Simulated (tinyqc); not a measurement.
Overlap of hydrogenic dopants: pairs, impurity band and the Mott density, step by step. Values are carried at full precision from step to step, so a last printed digit may differ when a step is redone from the rounded ones.

Ry* = Ry m/eps^2, aB = a0 eps/m. For 1s orbitals a distance rho = R/aB apart, in Ry*: overlap S = exp(-rho)(1 + rho + rho^2/3), J = (2/rho)(1 - (1 + rho) exp(-2 rho)) (attraction to the other ion), Kx = 2 (1 + rho) exp(-rho) (exchange of one electron). One electron on a pair has E = -1 - (J +/- Kx)/(1 +/- S), without the repulsion 2/rho of the ions. Hopping after orthogonalisation: t = (Kx - S J)/(1 - S^2), half the splitting. Dopants on a lattice with z neighbours, n = 1/R^3 (simple cubic), give a band of width B = 2 z t, as on any lattice of two interpenetrating sublattices. Valleys, central cells and disorder are left out.

Constants: Ry = 13.60569312 eV; a0 (Bohr radius) = 0.5291772105 angstrom; hbar = 6.58211957e-16 eV s.

Values chosen for the exercise (an isotropic mass and dielectric constant of the size used for donors in SiC; not measured data):
```
symbol  value  unit    meaning
m       0.406  m0      mass
eps     9.5            dielectric constant
N       0.013  1/aB^3  dopant density
rho     3.5    aB      distance of a pair
u       0.945  Ry*     cost of a second electron on one dopant
z       6              neighbours in the dopant lattice
```

## Scales

Form Ry*, aB, and the density N in 1/cm^3 (1/angstrom^3 = 1e24/cm^3).

Ry* = 61.207 meV
aB = 12.382 angstrom
density = 6.848e+18 1/cm^3

## A pair with one electron

Form S, J, Kx, the two levels, t, and the total energy of the lower state with the repulsion, relative to a distant pair (-1).

S, J, Kx: 0.25919  0.56908  0.27178

levels (Ry*): even -1.66778, odd -1.40133

t = 0.13322 Ry*
energy of the pair against a distant one (negative: bound) = -0.09635 Ry*

In this host the pair is 4.3 nm long and its splitting 2t is 16.31 meV.

## The pair with two electrons (two-site Hubbard model)

t is the hopping between the two dopants. Singlet at (u - sqrt(u^2 + 16 t^2))/2 below the triplet at 0; estimate 4 t^2/u; weight of double occupancy (1 - u/sqrt(u^2 + 16 t^2))/2; swap time pi hbar/Jx with Jx the splitting in eV. t and u are in units of Ry*.

singlet-triplet splitting (meV): exact 4.281, 4 t^2/u 4.598

double occupancy = 0.0645
swap time = 0.483 ps

The estimate is 7.4 % too high at 4t/u = 0.56.

## The impurity band at this density

Form R/aB, t, B = 2 z t and N^(1/3) aB. Two estimates of the gap between the Hubbard bands: u - B (rigid bands, closing at B = u) and the Hubbard-III rule, which closes at B = (2/sqrt3) u; give B/u.

R/aB = 4.2529
t = 0.07600 Ry*

B: in Ry* 0.912, in meV 55.820

N^(1/3) aB = 0.2351
B/u = 0.965

Both rules leave a gap: an insulator at T = 0. Mott's screening rule, N^(1/3) aB = 0.26, puts this density on the insulating side.

## Checks

- Overlap S against numerical integration in elliptic coordinates: both 0.25919.

(tinyqc, `OMP_NUM_THREADS=1 python tinyqc.py 1451102 1451103 out.jsonl`, Intel(R) Xeon(R) Processor @ 2.30GHz, 1 thread, shared host, about 0.01 s.)
